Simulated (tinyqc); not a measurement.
Approach to the steady line: permeation of metal atoms or ions through a thin barrier or dielectric: time lag, field-aided drift and lifetime. Computed by tinyqc, a small Python program. Command: `OMP_NUM_THREADS=1 python tinyqc.py 3015398 3015399 out.jsonl barrier walk`. One thread of a shared host (Intel(R) Xeon(R) Processor @ 2.30GHz), about 0.01 s of CPU time with the checks.

The film 0 < x < d is empty at first; C = C0 at x = 0 and C = 0 at x = d. dC/dt = D d2C/dx2 - v dC/dx with drift v = D z e V/(k_B T d) (uniform field, no space charge).

Inputs (values chosen for the exercise, for a model case: singly charged ions through a dielectric):

| quantity | value | unit |
|---|---|---|
| thickness d | 57 | nm |
| prefactor D0 | 0.072 | cm^2/s |
| activation energy E | 1.27 | eV |
| concentration at the source side C0 | 1.2e+14 | 1/cm^3 |
| charge number z | 1 | - |
| voltage V (positive drives ions across) | -0.26 | V |
| test temperature T | 175 | C |

Constants: k_B = 8.617333262e-05 eV/K.

Method:
- D = D0 exp(-E/(k_B T)); time scale d^2/D; Peclet number P = z V/(k_B T), k_B T in eV; 1 nm = 1e-7 cm.
- Temperatures in kelvin are T(C) + 273.15.
- Steady flux J = (D C0/d) P/(1 - exp(-P)); time lag in units of d^2/D: s_L = [P (1 + exp(-P))/(1 - exp(-P)) - 2]/P^2 (P = 0: J = D C0/d, s_L = 1/6).
- Dose through the film Q(s) = C0 d {f (s - s_L) - 2 exp(P/2) sum_(n=1..200) (-1)^n n^2 pi^2 exp(-l_n s)/l_n^2}, l_n = n^2 pi^2 + P^2/4, f = P/(1 - exp(-P)) the relative flux.
- Short-time form for P = 0: Q/(C0 d) = 4 sqrt(s) ierfc(1/(2 sqrt(s))), ierfc(y) = exp(-y^2)/sqrt(pi) - y erfc(y).

Peclet number P = -6.73251

flux relative to D C0/d = 0.00803161

time lag s_L = 0.104763

Q/(C0 d):

| s | series | steady line f (s - s_L) | series without field | short-time form, no field |
|---|---|---|---|---|
| 0.03 | 1.2631e-07 | -0.0006005 | 4.8419e-06 | 4.8419e-06 |
| 0.05 | 6.0969e-06 | -0.0004398 | 2.6934e-04 | 2.6934e-04 |
| 0.08 | 6.1195e-05 | -0.0001989 | 3.2066e-03 | 3.2066e-03 |
| 0.12 | 2.3906e-04 | 0.0001224 | 1.4887e-02 | 1.4887e-02 |
| 0.20 | 7.8670e-04 | 0.0007649 | 6.1464e-02 | 6.1463e-02 |
| 0.30 | 1.5707e-03 | 0.0015681 | 1.4382e-01 | 1.4379e-01 |
| 0.50 | 3.1744e-03 | 0.0031744 | 3.3479e-01 | 3.3326e-01 |
| 0.80 | 5.5839e-03 | 0.0055839 | 6.3341e-01 | 6.1838e-01 |
| 1.20 | 8.7965e-03 | 0.0087965 | 1.0333e+00 | 9.7002e-01 |

What follows from these numbers?

The dose lies above the steady line at all times and, among these rows, is within 1 % of it from s = 0.3 on (the lag is s_L = 0.105); for a known P the intercept of that line gives D and its slope D C0. The field changes the dose by a factor 0.0261 in the first row and 0.00851 in the last; at short times the factor tends to exp(P/2) = 0.0345.
